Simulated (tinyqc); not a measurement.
# Weibull slope from two areas

Inverse problem. Oxide breakdown times follow a Weibull law, F = 1 - exp(-(t/t63)^beta). For defects spread at random t63 goes as A^(-1/beta). Find beta and the time at which the share Fp of the area-A2 devices has failed, t63(A2) (-ln(1 - Fp))^(1/beta).

Parameters, values chosen for the exercise:
- A1 = 1200 um^2 (area of a test capacitor)
- A2 = 8.3e5 um^2 (gate area of the product)
- Fp = 0.001 (allowed share of failed products)

t63 at the areas A1 and A2 (s): [320, 0.090215035]

Answer. beta = ln(A2/A1)/ln(t63(A1)/t63(A2)).

beta = 0.800
time to Fp = 1.61e-5 s

Numbers from tinyqc (`OMP_NUM_THREADS=1 python tinyqc.py 2070163 2070164 out.jsonl`; about 0.01 s on one thread of a shared Intel Xeon 2.30GHz).
